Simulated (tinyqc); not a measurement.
Front-illuminated p-i-n photodiode, quantum efficiency and bandwidth: two steps of the calculation.

Light enters through a p layer (0 to xp), a depleted layer (xp to xp + wi) and a thick n substrate, decaying as exp(-al x); one pass, no back reflection. Carriers made in the depleted layer are all collected; those in the neutral layers diffuse.

Parameters, values chosen for the exercise; values close to those of In0.53Ga0.47As at this wavelength:
- lam = 1550 nm (wavelength)
- al = 7190 1/cm (absorption coefficient)
- Rf = 0.05 (reflectance of the front face)
- eps_r = 13.7 (relative permittivity)
- xp = 0.21 um (thickness of the front p layer)
- wi = 1.3 um (thickness of the depleted layer)
- Dn = 60 cm^2/s (electron diffusion coefficient in the p layer)
- Ln = 3.1 um (electron diffusion length in the p layer)
- S = 1e5 cm/s (recombination velocity of the front surface)
- Lp = 6.2 um (hole diffusion length in the thick n substrate)
- ve = 7.17e6 cm/s (electron drift velocity)
- vh = 4.86e6 cm/s (hole drift velocity)
- dia = 120 um (diameter)
- RL = 50 ohm (load resistance)
- Cp = 20 fF (parasitic capacitance)
- f = 16 GHz (modulation frequency)

Constants: q = 1.602176634e-19 C, h = 6.62607015e-34 J s, c = 299792458 m/s, eps0 = 8.8541878128e-14 F/cm where lengths are in cm. Results are converted to the units shown.

Problem 1. Quantum efficiency. k = al Ln, s = S Ln/Dn, e = exp(-al xp); front layer f1 = (k/(k^2 - 1)) {[s + k - e (s cosh(xp/Ln) + sinh(xp/Ln))]/[s sinh(xp/Ln) + cosh(xp/Ln)] - k e}; depleted layer f2 = e (1 - exp(-al wi)); substrate f3 = e exp(-al wi) al Lp/(1 + al Lp); external efficiency (1 - Rf)(f1 + f2 + f3); responsivity = efficiency q lam/(h c).

Give: s; f1; f2; f3; external efficiency; responsivity.

Solution 1.

s = 0.51667
f1 = 0.13751
f2 = 0.52219
f3 = 0.27580
external efficiency = 0.88872
responsivity = 1.1110 A/W

The front layer absorbs 14.0 % of the light that enters and collects 98.1 % of that. Diffusion from the neutral layers makes up 44.2 % of the current.

Problem 2. Response at one frequency. Drift response for pairs made in the depleted layer, a = al wi, g = 1 - exp(-a), u = 2 pi i f, te = wi/ve, th = wi/vh: electrons He = [g - a (exp(-a) - exp(-u te))/(u te - a)]/(u te g), holes Hh = [g - a (1 - exp(-a - u th))/(a + u th)]/(u th g); C = eps0 eps_r pi (dia/2)^2/wi + Cp; total |He + Hh|/sqrt(1 + (2 pi f RL C)^2), for the current of the depleted layer alone.

Give: te; th; He; Hh; |He + Hh|; C; total response.

Solution 2.

te = 18.131 ps
th = 26.749 ps
He = 0.41764-0.31416i
Hh = 0.24564-0.24995i
|He + Hh| = 0.87072
C = 1075.3 fF
total response = 0.15840

The drift response alone falls to 1/sqrt(2) at 25.4 GHz and the RC term alone at 2.96 GHz; together they give 2.93 GHz for this part of the current; the diffusion currents, left out, respond on their own time scales.

Computed by the program tinyqc: `OMP_NUM_THREADS=1 python tinyqc.py 2250108 2250109 out.jsonl`, one thread of a shared Intel Xeon 2.30GHz, about 0.01 s for the whole run.
